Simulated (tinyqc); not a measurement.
Against doping: dopants and charged point defects at anneal temperature: Fermi-level effect, clustering and pairing. Computed by tinyqc, a small Python program. Command: `OMP_NUM_THREADS=1 python tinyqc.py 3007656 3007657 out.jsonl pairing walk`. One thread of a shared host (Intel(R) Xeon(R) Processor @ 2.30GHz), about 0.01 s of CPU time with the checks.

Boltzmann statistics and full ionisation of active dopants. Energies are counted from the valence band; the defect (a vacancy or self-interstitial) has five charge states, with all degeneracy factors one.

Inputs (values chosen for the exercise, for a model semiconductor):
```
quantity                                         value   unit
gap at 0 K E_g0                                  0.769     eV
Varshni alpha                                 0.000534   eV/K
Varshni beta                                       298      K
electron mass m_e                                0.225    m_0
valleys M_c                                          4      -
hole mass m_h                                    0.426    m_0
anneal temperature T                               730      K
total dopant density N                           2e+20  cm^-3
formation enthalpy of the neutral defect H_f      2.57     eV
formation entropy S_f                              5.8    k_B
site density N_s                               2.4e+22  cm^-3
```

Dopant: donor. Second part: pairing with a mobile impurity.

defect levels as fractions of E_g(T): (2+/+), (+/0), (0/-), (-/2-): 0.13  0.17  0.49  0.9

Constants: m_0 = 9.1093837015e-31 kg; k_B = 1.380649e-23 J/K; h = 6.62607015e-34 J s; k_B = 8.617333262e-05 eV/K.

Method:
- E_g = E_g0 - alpha T^2/(T + beta).
- N_c = 2 M_c (2 pi m_e k_B T/h^2)^(3/2) and N_v = 2 (2 pi m_h k_B T/h^2)^(3/2), masses in units of m_0.
- n_i = sqrt(N_c N_v) exp(-E_g/2 k_B T); E_i = E_g/2 + (k_B T/2) ln(N_v/N_c).
- No clustering: A = N.
- n = A/2 + sqrt(A^2/4 + n_i^2) for an active density A.
- chi = n/n_i (for acceptors n_i/p); E_F = E_i + k_B T ln chi; field enhancement h = 1 + A/sqrt(A^2 + 4 n_i^2).
- C_0 = N_s exp(S_f/k_B) exp(-H_f/k_B T). Ratios to the neutral state at E_F = E_i: r_+ = exp((E(+/0) - E_i)/k_B T), r_2+ = r_+ exp((E(2+/+) - E_i)/k_B T), r_- = exp((E_i - E(0/-))/k_B T), r_2- = r_- exp((E_i - E(-/2-))/k_B T); at other E_F state q scales as chi^(-q). The enhancement is sum r_q chi^(-q)/sum r_q. The charge on the defects is left out of neutrality.
- chi = n/n_i; h = 1 + A/sqrt(A^2 + 4 n_i^2); the dopant diffusivity over its intrinsic value is D/D_i = enhancement x h x A/N, if every charge state carries the dopant equally well.

E_g = 0.492182 eV

k_B T = 0.0629065 eV

n_i = 6.56346e+17 cm^-3

E_i = 0.232604 eV

effective density of states N_b of the majority band = 4.06638e+19 cm^-3

neutral defects C_0 = 1.43330e+07 cm^-3

Charge states:
```
state  ratio r  intrinsic (cm^-3)  doped (cm^-3)
2+     0.00642        9.20463e+04    9.91295e-01
+      0.09371        1.34317e+06    4.40788e+03
0      1.00000        1.43330e+07    1.43330e+07
-      0.87271        1.25086e+07    3.81162e+09
2-     0.03080        4.41495e+05    4.09949e+10
```

Trend at the anneal temperature:
```
N (cm^-3)  active A (cm^-3)         chi  defect enhancement  mean charge       D/D_i
2.00e+16           2.00e+16  1.0154e+00          1.0064e+00      -0.4190  1.0217e+00
6.80e+16           6.80e+16  1.0531e+00          1.0221e+00      -0.4330  1.0750e+00
2.40e+17           2.40e+17  1.1994e+00          1.0848e+00      -0.4823  1.2800e+00
8.10e+17           8.10e+17  1.7921e+00          1.3561e+00      -0.6277  2.0683e+00
2.80e+18           2.80e+18  4.4888e+00          2.7746e+00      -0.9241  5.2868e+00
9.70e+18           9.70e+18  1.4846e+01          1.0357e+01      -1.2784  2.0621e+01
3.40e+19           3.40e+19  5.1821e+01          6.4355e+01      -1.6337  1.2866e+02
1.20e+20           1.20e+20  1.8284e+02          5.9405e+02      -1.8643  1.1881e+03
4.00e+20           4.00e+20  6.0944e+02          5.9758e+03      -1.9554  1.1952e+04
```

Well below n_i = 6.56e17 cm^-3 chi and the enhancement are near 1. At any doping d ln(enhancement)/d ln chi equals minus the mean charge, which goes from -0.42 to -1.96 over the rows. Rows with carriers above N_b lie beyond Boltzmann statistics. Caution: the carrier density exceeds the effective density of states, where Boltzmann statistics understate the shift of E_F and so the density of charged defects (gap narrowing, also left out, works the other way).
